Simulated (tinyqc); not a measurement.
# X-ray photoelectron analysis of a thin oxide on a semiconductor: attenuation lengths, thickness, angle series and band offsets, step by step

A worked calculation. Computed by tinyqc, a small Python program that keeps every step. Command: `OMP_NUM_THREADS=1 python tinyqc.py 3111356 3111357 out.jsonl xps walk`. One thread of a shared host (Intel(R) Xeon(R) Processor @ 2.30GHz), about 0.01 s of CPU time with the checks. Intermediate numbers are printed to about 6 digits and carried at full precision; extremes and crossings named in words are read from the listed rows.

The same element is seen in the oxide and in the substrate, at nearly the same kinetic energy; films are flat and uniform, and the work function is ignored.

Inputs (values chosen for the exercise, modelled on SiO2 on 4H-SiC):

| quantity | value | unit |
|---|---|---|
| photon energy | 1486.6 | eV |
| binding energy of the core level | 100.5 | eV |
| oxide density | 2.17 | g/cm^3 |
| oxide formula mass | 60.08 | g/mol |
| valence electrons per oxide formula | 16 | - |
| oxide gap | 8.86 | eV |
| substrate density | 3.21 | g/cm^3 |
| substrate formula mass | 40.1 | g/mol |
| valence electrons per substrate formula | 8 | - |
| substrate gap | 3.26 | eV |
| oxide thickness d | 4.4 | nm |
| emission angle from the normal | 55 | degrees |
| attenuation length over inelastic mean free path | 0.86 | - |
| carbon overlayer | 0.015 | nm |
| counts in the two peaks together | 10000 | - |
| valence band offset used to make the data | 2.87 | eV |
| core level less valence band top, substrate | 99.07 | eV |
| core level less valence band top, thick oxide | 98.83 | eV |
| field in the oxide | 0.27 | MV/cm |

## Inelastic mean free paths

TPP-2M: lambda = E/(E_p^2 [b ln(c E) - C/E + D/E^2]) in angstrom, E_p = 28.8 sqrt(N_v rho/M), b = -0.10 + 0.944/sqrt(E_p^2 + E_g^2) + 0.069 rho^0.1, c = 0.191/sqrt(rho), U = N_v rho/M, C = 1.97 - 0.91 U, D = 53.4 - 20.8 U, with E = photon energy less binding energy in eV. Attenuation length L = factor x lambda.

kinetic energy E = 1386.1 eV

Terms:

| layer | E_p (eV) | b | c | lambda (nm) |
|---|---|---|---|---|
| oxide | 21.8936 | 0.0145269 | 0.129659 | 3.88702 |
| substrate | 23.0472 | 0.0180911 | 0.106606 | 2.91903 |

L in the oxide = 3.34284 nm

L in the substrate = 2.51037 nm

## Peak ratio

R_0 = (rho_o/M_o) L_o/((rho_s/M_s) L_s); peak ratio R = I_ox/I_sub = R_0 [exp(d/(L_o cos theta)) - 1]; hence d = L_o cos theta ln(1 + R/R_0). A carbon layer weakens both peaks alike, by exp(-d_C/(L_o cos theta)) if its L is taken equal to L_o. This R_0 leaves out intrinsic losses from the substrate peak, so calibrated values can be larger.

R_0 = 0.600823

d/(L_o cos theta) = 2.29481

ratio R = 5.36086

oxide share of the counts = 0.842789

attenuation by carbon = 0.992207

depth 3 L_o cos theta = 5.75211 nm

## Error budget of the thickness

With x = d/(L_o cos theta): d ln d/d ln R = (1 - exp(-x))/x = -d ln d/d ln R_0; counting error of R = 1/sqrt(N f (1 - f)), f the oxide share, which times the sensitivity gives that of d; an angle error adds tan(theta) d theta; d is proportional to L_o at fixed R_0. Assumed errors: 5 % in R_0, 1 degree, 5 % in L_o.

sensitivity to R = 0.391849

counting error of d = 1.07651 %

R_0 = 1.95925 %

angle = 2.49259 %

L_o = 5 %

The attenuation length is the largest of these terms.

## Angle series: uniform film or islands?

Islands: half of the surface carries 2 d and half none, R = R_0 (1/2)(1 - t)/(1/2 + t/2) with t = exp(-2 d/(L_o cos theta)); the apparent thickness is read with the uniform formula.

Against the angle:

| theta (degrees) | R, uniform | R, islands | apparent d, islands (nm) |
|---|---|---|---|
| 0 | 1.6399 | 0.520221 | 2.08498 |
| 20 | 1.8374 | 0.532033 | 1.99216 |
| 35 | 2.3955 | 0.554375 | 1.79009 |
| 45 | 3.2643 | 0.572472 | 1.58198 |
| 55 | 5.3609 | 0.588741 | 1.30964 |
| 65 | 12.9311 | 0.598459 | 0.97646 |
| 75 | 96.5376 | 0.600777 | 0.59967 |

A uniform film gives d = 4.4 nm at every angle. The island film of the same volume reads 2.08 nm at normal emission and 0.600 nm at 75 degrees; its ratio cannot pass R_0, since the bare half always shows the substrate.

## Band offsets by core levels

Valence band offset = (E_core - E_v)(substrate) - (E_core - E_v)(oxide) + (core level separation at the interface, oxide less substrate). The separation is made here from the given offset; a uniform field F that raises the binding energy towards the surface shifts the oxide peak by e F <z>, <z> = d/(1 - exp(-x)) - d/x, x = d/(L_o cos theta), being the mean distance from the interface. Conduction band offset = oxide gap - substrate gap - valence band offset.

separation without field = 2.63 eV

<z> = 2.97576 nm

separation with field = 2.71035 eV

apparent valence band offset = 2.95035 eV

true conduction band offset = 2.73 eV

apparent conduction band offset = 2.64965 eV

The field biases both offsets by 0.080 eV, in opposite directions.

Checks made by the program: thickness recovered (relative difference below 1e-10).
